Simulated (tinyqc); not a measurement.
Round or elliptic silicon nanowire with anisotropic valleys (Ritz method): sweeps and comparisons. A value that a table varies takes the place of the one given here.

Wire along x = [100] on a (001) wafer, y = [010], z = [001]. Valley groups, two valleys each (w = inverse masses): A, axis along z: w_y = 1/mt, w_z = 1/ml, m_x = mt; B, axis along y: w_y = 1/ml, w_z = 1/mt, m_x = mt; C, axis along x: w_y = w_z = 1/mt, m_x = ml.

Hard wall on the ellipse (y/a)^2 + (z/b)^2 = 1, c = hbar^2/2m0. With u = y/a, v = z/b the operator is -c [(w_y/a^2) d2/du2 + (w_z/b^2) d2/dv2] on the unit disc. Basis (1 - u^2 - v^2) u^i v^j; S, X and Y are the disc integrals of f f', (df/du)(df'/du) and (df/dv)(df'/dv), from the integral of u^p v^q = 2 Gamma((p+1)/2) Gamma((q+1)/2)/((p + q + 2) Gamma((p+q+2)/2)) for even p, q; H = c (w_y X/a^2 + w_z Y/b^2).

Converged values use 21 functions of each parity class (e or o in u, then in v).

Constants: hbar^2/2m0 = 3.80998211 eV angstrom^2.

Parameters, chosen for this exercise (near those of a Si nanowire; shifted at random, so the results belong to these values and not to a real crystal): ml = 0.921 m0 (longitudinal mass); mt = 0.193 m0 (transverse mass); a = 29 angstrom (semi-axis along y); b = 29 angstrom (semi-axis along z); asp = (0.4, 0.6, 0.8, 1, 1.3, 1.8, 2.5) (ratios a/b); area = 26.4 nm^2 (cross-section, kept fixed); hw = 3 (height over mean width).

## Size of the basis

Lowest level of each group with 1, 3, 6 and 21 even functions.

Levels (meV):
```
functions,A,B,C
1,85.18,85.18,140.84
3,80.80,80.80,135.77
6,80.72,80.72,135.75
21,80.72,80.72,135.75
```

One function errs by 5.5 % for A, 5.5 % for B and 3.7 % for C, six by 0.00045, 0.00045 and 2.3e-05 meV. The error grows with the axis ratio of the stretched ellipse (2.18, 2.18, 1.00); for a circle it is 6/5.783 - 1 = 3.7 %.

## Flattening the wire at fixed area

a = sqrt(area x ratio/pi), b = a/ratio, 1 nm^2 = 100 angstrom^2; lowest level of each group.

Levels (eV):
```
a/b,a (angstrom),b (angstrom),A,B,C
0.4,18.3,45.8,0.1636,0.0627,0.1925
0.6,22.5,37.4,0.1164,0.0644,0.1529
0.8,25.9,32.4,0.0936,0.0715,0.1391
1.0,29.0,29.0,0.0808,0.0808,0.1359
1.3,33.1,25.4,0.0702,0.0963,0.1403
1.8,38.9,21.6,0.0633,0.1239,0.1585
2.5,45.8,18.3,0.0627,0.1636,0.1925
```

Each group is lowest where its stretched ellipse is a circle, at a/b = sqrt(w_y/w_z): 2.18 for A, 0.46 for B and 1.00 for C. The lowest group is B in the first row and A in the last, A and B crossing at a/b = 1 by symmetry; B - A is -101 meV in the first row and +101 meV in the last.

## Shape of the cross-section

Equal area, hard walls, lowest level of -c (w_y d2/dy2 + w_z d2/dz2), c = hbar^2/2m0. Rectangle W x H with H/W = hw; ellipse with b/a = hw; trapezoid of height H, base W/0.8 and top 0.6 of the base; isosceles triangle of height H and base 2W. Ellipse, trapezoid and triangle by converged Ritz bases; 1 nm^2 = 100 angstrom^2.

Levels:
```
shape,A (eV),B (eV),B - A (meV)
rectangle,0.2266,0.0710,-155.6
ellipse,0.1922,0.0652,-127.0
trapezoid,0.1918,0.0718,-120.0
triangle,0.1155,0.0791,-36.4
```

W = 29.7 angstrom
H = 89.0 angstrom

For group A the order is triangle, trapezoid, ellipse, rectangle, spanning 96 %. For group B the order is ellipse, rectangle, trapezoid, triangle, spanning 21 %. The ellipse lies below the rectangle for both groups, since corners hold little of the wave function. The triangle is lowest for A, whose light mass lies across the width and gains from the wide base. The spacing B - A of the valley groups runs from -156 to -36 meV.

## What each parameter does

Lowest level of groups A and B. Each row changes one parameter from the base and keeps the others.

Results:
```
case,A (eV),B (eV),B - A (meV)
base,0.0807,0.0807,0.0
a = 27 angstrom,0.0907,0.0831,-7.6
b = 27 angstrom,0.0831,0.0907,7.6
ml = 1.032 m0,0.0790,0.0790,0.0
mt = 0.212 m0,0.0749,0.0749,0.0
```

The largest shifts from the base row, up to three for each result and ties (the steps differ in size, so this ranks the rows, not the parameters). A (eV): a +0.0100, mt -0.0058, b +0.0024. B (eV): b +0.0100, mt -0.0058, a +0.0024. B - A (meV): b +7.6, a -7.6; unchanged at the printed digits by ml and mt.

Program tinyqc; command `OMP_NUM_THREADS=1 python tinyqc.py 1280925 1280926 out.jsonl`; about 0.06 s on one thread of a shared Intel(R) Xeon(R) Processor @ 2.30GHz.
